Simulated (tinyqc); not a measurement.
# Changing the width W

Model: thermal, flicker and telegraph noise of a field-effect transistor. Computed by tinyqc, a small Python program. Command: `OMP_NUM_THREADS=1 python tinyqc.py 3009118 3009119 out.jsonl noise sweep`. One thread of a shared host (Intel(R) Xeon(R) Processor @ 2.30GHz), about 0.01 s of CPU time with the checks.

Strong inversion, threshold roll-off and channel-length modulation left out; noise sources are uncorrelated and are given as one-sided spectral densities.

Inputs (values chosen for the exercise, modelled on a high-k silicon transistor):
```
quantity,value,unit
length L,180,nm
electrical oxide thickness t,5.6,nm
mobility mu,480,cm^2/(V s)
saturation velocity v_s,0.78,1e7 cm/s
overdrive V_ov,0.42,V
thermal noise factor gamma,0.667,-
oxide trap density N_t,2.4e+18,1/(eV cm^3)
oxide barrier phi,1.6,eV
oxide mass m_ox,0.48,m_0
Hooge parameter alpha_H,4.7e-06,-
frequency f,3000,Hz
temperature T,200,K
```

Operating region: saturation. Flicker model: Hooge.

Constants: eps_0 = 8.8541878128e-12 F/m; hbar = 1.054571817e-34 J s; m_0 = 9.1093837015e-31 kg; e = 1.602176634e-19 C; k_B = 8.617333262e-05 eV/K; k_B = 1.380649e-23 J/K.

Method:
- C_ox = 3.9 eps_0/t; V_c = 2 v_s L/mu; I = W C_ox v_s V_ov^2/(V_ov + V_c); g_m = W C_ox v_s V_ov (V_ov + 2 V_c)/(V_ov + V_c)^2; g_d0 = mu C_ox (W/L) V_ov.
- Tunnelling length lambda = hbar/(2 sqrt(2 m_ox phi)); flat-band noise S_Vfb = e^2 k_B T lambda N_t/(W L C_ox^2 f). Hooge: S_I = I^2 alpha_H/(f N), N = W L C_ox V_ov/e (the source-end density).
- Thermal: S_I = 4 k_B T gamma g_d0; input-referred S_V = S_I/g_m^2; corner f_c where flicker equals thermal.
- Total input noise from 1 Hz to f_c: sqrt(S_V,thermal [f_c ln(f_c/1 Hz) + f_c - 1 Hz]).
- Active traps per decade of time constant: N_dec = N_t k_B T W L lambda ln(10); a single trap at the interface shifts the threshold by e/(W L C_ox) and the current by g_m times that; tunnelling depth for frequency f, z = lambda ln(1/(2 pi f tau_0)), tau_0 = 1e-10 s.

One run for each value:
```
width W (micrometre),input noise up to f_c (microvolt),input-referred thermal noise (nV/sqrt(Hz)),corner frequency f_c (Hz),traps per decade
0.043,203.4,34.21,2.263e+06,8.210e-02
0.11,127.2,21.39,2.263e+06,2.100e-01
0.3,77.0,12.95,2.263e+06,5.728e-01
0.8,47.2,7.93,2.263e+06,1.527e+00
2.1,29.1,4.89,2.263e+06,4.009e+00
5.6,17.8,3.00,2.263e+06,1.069e+01
15,10.9,1.83,2.263e+06,2.864e+01
39,6.8,1.14,2.263e+06,7.446e+01
```

Over the rows, input noise up to f_c (microvolt) falls from 203 to 6.75 (exponent d ln y / d ln x about -0.50 throughout); input-referred thermal noise (nV/sqrt(Hz)) falls from 34.2 to 1.14 (exponent d ln y / d ln x about -0.50 throughout); corner frequency f_c (Hz) does not change. The exponent of input-referred thermal noise stays at -0.50: parallel devices average. The exponent of corner frequency f_c stays at 0: both noises scale as 1/W at the input.
